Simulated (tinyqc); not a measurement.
# MOS structure on a p-type body with a doping step, non-linear Poisson equation by Newton steps: what changes with what

One dimension, insulator interface at x = 0, acceptor density N1 for x < x1 and Na beyond, net doping C = -(acceptor density). psi is counted from the intrinsic level: n = ni exp((psi - Vb)/Vt), p = ni exp(-psi/Vt); deep in the body psi_b = -Vt ln(Na/ni). The gate acts through Cox = eps0 eox/tox and has the potential psi_G = Vg - (phiM - chi - Vt ln(Nc/ni)). Boltzmann statistics, full ionisation, classical densities, no oxide or interface charge.

Values chosen for this exercise; band and dielectric values close to those of silicon: temperature T = 400 K; band gap Eg = 1.11 eV; relative permittivity eps_r = 11.6; conduction-band density of states at T Nc = 4.28e19 cm^-3; valence-band density of states at T Nv = 4.02e19 cm^-3; electron affinity chi = 4.05 eV; acceptor density deep in the body Na = 5.8e16 cm^-3; relative permittivity of the gate insulator (close to silicon dioxide) eox = 3.9; insulator thickness tox = 5.4 nm; gate work function phiM = 4.17 eV; electron quasi-Fermi potential against the body Vb = 0.3 V; depth of the doping step x1 = 87 nm; acceptor density above the step N1 = 1.7e17 cm^-3.

Constants: q = 1.602176634e-19 C, kB = 1.380649e-23 J/K, Vt = kB T/q, eps0 = 8.8541878128e-14 F/cm where lengths are in cm. Results are converted to the units shown.

Each table varies one quantity; the others keep the values above.

## Charge and capacitance against gate voltage

ni = sqrt(Nc Nv) exp(-Eg/(2 Vt)), Eg in volts. The Poisson equation d/dx(eps0 eps_r dpsi/dx) = -q (p - n + C), with eps0 eps_r dpsi/dx = -Cox (psi_G - psi_0) at x = 0, is solved on a mesh of about 600 nodes or more. N_inv is the integral of n less its value deep in the body. C_LF = Cox (1 - dpsi_0/dVg) with all carriers following; C_HF is the same with the electron quasi-Fermi level shifting uniformly so that N_inv stays fixed. The centroid is that of the same excess.

Results:
```
Vg (V)  psi_0 - psi_b (V)  N_inv (cm^-2)  C_LF/Cox  C_HF/Cox  centroid (nm)
0.11                0.591         2.83e5     0.191     0.191           2.09
0.25                0.705         7.10e6     0.176     0.176           1.89
0.4                 0.829         2.42e8     0.164     0.163           1.73
0.55                0.954         8.43e9     0.191     0.150           1.61
0.85                 1.10        5.16e11     0.770     0.138           1.38
0.99                 1.13        9.61e11     0.850     0.137           1.29
1.14                 1.15        1.48e12     0.890     0.136           1.20
1.29                 1.16        2.01e12     0.913     0.136           1.13
```

Estimate the missing row, Vg = 0.7 V.

Computed row:
```
Vg (V)  psi_0 - psi_b (V)  N_inv (cm^-2)  C_LF/Cox  C_HF/Cox  centroid (nm)
0.7                  1.05        1.41e11     0.527     0.142           1.49
```

With this row back in the table: N_inv goes from 2.83e5 to 2.01e12 cm^-2 and passes 2e11 cm^-2 at Vg = 0.730 V. Below threshold it takes 97.3 mV a decade between Vg = 0.4 and 0.55 V, against Vt ln 10 = 79.4 mV. C_LF/Cox is lowest, 0.164, at Vg = 0.4 V among the rows listed and ends at 0.913, while C_HF/Cox ends at 0.136. Between the last two rows q dN_inv/dVg is 0.895 Cox. Where the classical centroid is under about 2 nm, confinement would move the charge away from the interface and raise the threshold. Above about 2e12 cm^-2 degeneracy matters too.

## Effect of the electron quasi-Fermi potential against the body on threshold, swing and body effect

VT is the Vg at which N_inv = 2e11 cm^-2. m = 1/(dpsi_0/dVg) at N_inv = 1e8 cm^-2; the swing is the Vg between N_inv = 1e8 and 1e9 cm^-2; body coefficient [VT(Vb + 0.05 V) - VT(Vb)]/0.05 V - 1.

Effect of the electron quasi-Fermi potential against the body on threshold, swing and body effect:
```
Vb (V)  VT (V)  psi_0 - psi_b at VT (V)   m - 1  swing (mV/decade)  body coefficient
0        0.368                    0.762   0.262                103             0.228
0.3      0.730                     1.07   0.200               96.9             0.177
0.6       1.08                     1.37   0.159               93.1             0.141
0.9       1.42                     1.67   0.128               90.4             0.117
1.2       1.75                     1.98   0.108               88.7             0.102
1.5       2.08                     2.28  0.0949               87.5            0.0914
1.8       2.41                     2.58  0.0856               86.7            0.0835
```

As Vb goes from 0 to 1.8, VT rises from 0.368 to 2.41 V, the swing falls from 103 to 86.7 mV/decade and the body coefficient falls from 0.228 to 0.0835. The swing stays within 2.9 % of m Vt ln 10, and the body coefficient within 0.034 of m - 1.

tinyqc, about 0.3 s, one thread, Intel Xeon 2.30GHz (shared host): `OMP_NUM_THREADS=1 python tinyqc.py 2080069 2080070 out.jsonl`
